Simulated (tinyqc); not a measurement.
Worked calculation: Kronig-Penney superlattice by transfer matrices. Values are carried at full precision from step to step, so a last printed digit may differ when a step is redone from the rounded ones.

Wells (width a, potential 0, mass mw) alternate with barriers (width b, height V0, mass mb); period d = a + b; c = hbar^2/2m0. The vector (psi, psi'/m) is continuous, and a layer of thickness t carries it by M = [[cos kt, (m/k) sin kt], [-(k/m) sin kt, cos kt]] with k = sqrt(m (E - V)/c); for E < V, k = i kappa gives [[cosh, (m/kappa) sinh], [(kappa/m) sinh, cosh]] of kappa t. A Bloch state obeys cos(q d) = tr(Mb Mw)/2.

Constants: hbar^2/2m0 = 3.80998211 eV angstrom^2; hbar = 6.58211957e-16 eV s.

Parameters, chosen for this exercise (near those of an InGaAs superlattice with barriers of InAlAs; the results hold for these values, not for the real material): a = 76 angstrom (well width); b = 15 angstrom (barrier width); V0 = 0.52 eV (barrier height); mw = 0.0416 m0 (mass in the wells); mb = 0.073 m0 (mass in the barriers); E = 0.0955 eV (trial energy); F = 10 kV/cm (field along the axis).

## Layer matrices at one energy

Form the matrix of the well and of the barrier at E.

k in the well = 0.03229 1/angstrom
kappa in the barrier = 0.09019 1/angstrom

Mw (angstrom units):
```
[[-0.77287, 0.81749],
 [-0.49257, -0.77287]]
```

Mb (angstrom units):
```
[[2.0634, 1.4609],
 [2.2297, 2.0634]]
```

## The matrix of one period

Multiply M = Mb Mw and take half the trace. If its size is at most 1, E lies in a miniband and q d = arccos(tr M/2); otherwise the state decays by exp(-arccosh|tr M/2|) a period.

M:
```
[[-2.3143, 0.55769],
 [-2.7397, 0.22809]]
```

tr M/2 = -1.0431
q d in a band, or the decay exponent in a gap = 0.293

E lies in a gap; det M = 1.0000, as for any such product.

## Miniband edges

The edges are the energies where tr M/2 = +1 (q = 0) or -1 (q = pi/d); the first three minibands.

Minibands:
```
band  bottom (eV)  top (eV)  width (meV)
1          0.0548    0.0942         39.4
2          0.2421    0.3836        141.5
3          0.5952    0.8833        288.2
```

2 minibands of these lie wholly below V0. The first gap is 148.0 meV wide; the single well of width a has E1 = 0.0736 eV, inside the first miniband.

## Dispersion along the axis

Solve tr M/2 = cos(q d) inside each miniband at q d/pi = 0, 1/6, ..., 1. The cosine form is E_bottom + (W/2)(1 - cos q d) with the true width W.

Energies (eV):
```
q d/pi  band 1  cosine form  band 2
0.000   0.0548       0.0548  0.3836
0.167   0.0567       0.0575  0.3698
0.333   0.0623       0.0647  0.3386
0.500   0.0710       0.0745  0.3038
0.667   0.0812       0.0843  0.2727
0.833   0.0903       0.0916  0.2504
1.000   0.0942       0.0942  0.2421
```

The cosine form, which holds for hopping between neighbouring wells alone, misses band 1 by at most 3.5 meV, 9 % of its width.

## Mass along the axis

With f(E) = tr M/2, 1 - (q d)^2/2 = 1 + f'(E_bottom)(E - E_bottom) gives m_z = -2 c f'/d^2 (f' by a central difference of 1e-6 eV at the bottom of band 1). The cosine form gives 4 c/(W d^2), W the width of band 1 between tr M/2 = +1 and -1.

f' = -70.72 1/eV
m_z = 0.06507 m0
m_z of the cosine form = 0.04675 m0
W = 39.36 meV

The mass along the axis is 1.56 times mw.

## In a field along the axis

One-band picture: ladder spacing e F d, Bloch frequency e F d/(2 pi hbar), and extent W/(e F) of a Stark state, with W the width of band 1; 1 kV/cm = 1e-5 V/angstrom.

e F d = 9.100 meV
Bloch frequency = 2.200 THz
W/(e F d) = 4.33 periods

The state spreads over about 4 periods.

## Checks

- Bottom of band 1 from 121 plane waves (the mass step taken by inverting the matrix of m) against the transfer matrix, eV: both 0.0548.

(tinyqc, `OMP_NUM_THREADS=1 python tinyqc.py 1282768 1282769 out.jsonl`, Intel(R) Xeon(R) Processor @ 2.30GHz, 1 thread, shared host, about 0.05 s.)
